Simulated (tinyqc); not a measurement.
Image-sensor pixel with a pinned photodiode, signal and noise: two steps of the calculation.

A buried n layer between a heavily doped p+ surface layer and a p layer is emptied into a floating diffusion, read through a source follower with correlated double sampling (reset noise cancelled). One-dimensional abrupt junctions; no blooming, lag or crosstalk.

Inputs (values chosen for the exercise); material values close to those of silicon: temperature T = 300 K; band gap Eg = 1.13 eV; conduction-band density of states at T Nc = 2.81e19 cm^-3; valence-band density of states at T Nv = 2.66e19 cm^-3; photodiode area A = 0.46 um^2; absorption coefficient (light near 750 nm) al = 0.129 1/um; optical loss before the silicon Rf = 0.2; dead layer x1 = 0.03 um; depth of collection x2 = 6 um; generation lifetime tg = 0.0068 s; depleted depth Wd = 2 um; diffusion dark flux per ni^2 Jd = 4.9e6 x 1e-20 cm^4/s; gain non-uniformity pr = 1 %; exposure ti = 100 ms; photons on the photodiode per exposure Ph = 75.

Constants: q = 1.602176634e-19 C, kB = 1.380649e-23 J/K, Vt = kB T/q. Results are converted to the units shown.

Task 1. Quantum efficiency and dark current. QE = (1 - Rf)[exp(-al x1) - exp(-al x2)]. ni = sqrt(Nc Nv) exp(-Eg/(2 Vt)), Eg in volts; dark rates ni Wd A/tg (generation) and Jd ni^2 A (diffusion).

Find: QE; ni; generation rate; diffusion rate.

Result 1.

QE = 0.4280
ni = 8.815e9 cm^-3
generation rate = 1.193 electrons/s
diffusion rate = 0.01751 electrons/s

Of the light that enters, 0.39 % is lost in the dead layer and 46 % passes the collecting depth.

Task 2. Noise budget. Signal S = QE Ph; variance = S + dark rate x ti + (read noise)^2 + (pr S)^2; SNR = 20 log10(S/noise); dynamic range 20 log10(FW/noise at S = 0).

QE = 0.42797821
generation rate = 1.1925886 electrons/s
diffusion rate = 0.017513678 electrons/s
read noise = 0.40081016 electrons
FW = 3738.8538 electrons

Give: S; variances; noise; SNR; dynamic range.

Result 2.

S = 32.10 electrons
variances (electrons^2): photon shot 32.10, dark shot 0.1210, read 0.1606, non-uniformity 0.1030
noise = 5.699 electrons
SNR = 15.01 dB
dynamic range = 76.96 dB

The largest part, 98.8 % of the variance, is photon shot noise.

Program tinyqc, `OMP_NUM_THREADS=1 python tinyqc.py 2630124 2630125 out.jsonl`; Intel Xeon 2.30GHz, shared host, one thread, about 0.01 s.
